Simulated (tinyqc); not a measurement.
Across the tunnelling window: band-to-band tunnelling across a p-n junction in a two-band chain.

Sites alternate A at -Eg/2 and C at +Eg/2 with hopping -t; near the edges, with k counted from the zone boundary pi/a, E^2 = (Eg/2)^2 + (t a k)^2, so t = sqrt(c Eg/m)/a gives the mass m, c = hbar^2/2m0. In the gap cosh(q a) = 1 + (Eg^2/4 - e^2)/(2 t^2), e the energy from the local mid-gap. The potential is V0 = Eg + ov on the p side (left), 0 on the n side, and falls linearly over the 2N sites of the junction, V_j = V0 (1 - j/(2N + 1)), j = 1 to 2N, site 1 being A. E = Eg/2 + x ov. A half chain that ends on a site of level e1 with neighbour e2 has g = (1 + z)/(E - e1), z = exp(-/+ i k a) the root with Im g < 0, cos(k a) = (E - e1)(E - e2)/(2 t^2) - 1. S_L = t^2 g (ending on C, shifted by V0), S_R = t^2 g (starting on A). T = 4 Im(S_L) Im(S_R) |G_(1,2N)|^2.

Constants: hbar^2/2m0 = 3.80998211 eV angstrom^2; e^2/h = 3.874045865e-05 S.

Parameters, chosen for this exercise (gap and mass near those of Ge (direct gap); not measured data): Eg = 0.797 eV (gap); m = 0.0395 m0 (mass of electron and light hole); a = 6 angstrom (period (two sites)); ov = 0.43 eV (overlap: top of the valence band on the p side above the conduction edge on the n side); Nw = 15 (periods in the junction).

N = Nw. The mean of T over the window uses 12 Gauss-Legendre points in x; the current of one channel with both spins, all states in the window full on the p side and empty on the n side, is (2e^2/h) <T> ov. WKB: exp(-2 I/F), I = pi Eg^2/(8 t a), F = V0/((2N + 1) a/2).

Against energy:

| x | E (eV) | T | T over WKB |
|---|---|---|---|
| 0.02 | 0.4071 | 0.00819 | 0.611 |
| 0.20 | 0.4845 | 0.0174 | 1.297 |
| 0.35 | 0.5490 | 0.0179 | 1.334 |
| 0.50 | 0.6135 | 0.0178 | 1.330 |
| 0.65 | 0.6780 | 0.0179 | 1.334 |
| 0.80 | 0.7425 | 0.0174 | 1.297 |
| 0.90 | 0.7855 | 0.0151 | 1.130 |
| 0.98 | 0.8199 | 0.00819 | 0.611 |

Give the missing row, x = 0.10, E (eV) = 0.4415.

Computed row:
```
x     E (eV)       T  T over WKB
0.10  0.4415  0.0151       1.130
```

mean T = 0.0162
current = 0.540 microampere

WKB gives one value for the whole window, since the path through the gap is the same. The chain is symmetric about x = 0.5, where it gives 1.33 times WKB; among these rows it is largest at x = 0.35 and 0.65 (1.33), and it has 0.61 at x = 0.02 on its way to zero at the ends, where the velocity in one lead vanishes. The variation comes from the reflections where the field begins and ends, whose distance from the turning points changes with x.

Run: tinyqc, `OMP_NUM_THREADS=1 python tinyqc.py 1451153 1451154 out.jsonl`; Intel(R) Xeon(R) Processor @ 2.30GHz, one thread, shared host; about 0.01 s of CPU time with all checks.
